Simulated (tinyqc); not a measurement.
# From peak temperature T_p back to prefactor nu

Model: adsorption as a lattice gas: isotherms with interactions, competition, desorption peaks and saturation dose. Computed by tinyqc, a small Python program. Command: `OMP_NUM_THREADS=1 python tinyqc.py 3012260 3012261 out.jsonl adsorb inv`. One thread of a shared host (Intel(R) Xeon(R) Processor @ 2.30GHz), about 0.01 s of CPU time with the checks.

One adsorbate per site; a molecule needs 1 empty site. Gas and surface have the same temperature.

Inputs (values chosen for the exercise, for a model surface): desorption energy E = 0.868 eV; heating rate beta = 0.96 K/s.

Adsorption: molecular (first order).

Constants: k_B = 8.617333262e-05 eV/K.

Method. The peak obeys E/(k_B T_p^2) = (nu/beta) exp(-E/(k_B T_p)) exactly. Redhead's shortcut, with the constant 3.46 (3.64 is also in use), reads E back as k_B T_p [ln(nu' T_p/beta) - 3.46], nu' = nu.

Task: A run gave the result below. Find the prefactor nu, known to lie between 3.1e+14 and 4.3e+14 1/s.

peak temperature T_p = 282.3954 K

Result:

Each step takes the trial c = (a f_b - b f_a)/(f_b - f_a), f being the result less the target and a, b, c the logarithms of the listed values; c replaces end b, the old b replaces a if the sign of f changed, and otherwise f_a is halved.

Scan of the range:
```
prefactor nu (1/s)  peak temperature T_p (K)
3.10e+14                             283.838
3.27e+14                             283.434
3.46e+14                             283.008
3.65e+14                             282.606
3.86e+14                             282.187
4.07e+14                             281.791
4.30e+14                             281.381
```

False position (Illinois rule, in the logarithm of the input) inside the bracket:
```
step        end a        end b        trial  peak temperature T_p (K)
1     3.65000e+14  3.86000e+14  3.75405e+14                   282.395
2     3.65000e+14  3.75405e+14  3.75390e+14                   282.396
3     3.75405e+14  3.75390e+14  3.75398e+14                   282.395
```

Peak temperature T_p falls at every point of a 13-point scan of the range (every second point is shown), so one value fits; it is bracketed by 3.65e14 and 3.86e14. Answer: prefactor nu = 3.754e14 1/s.
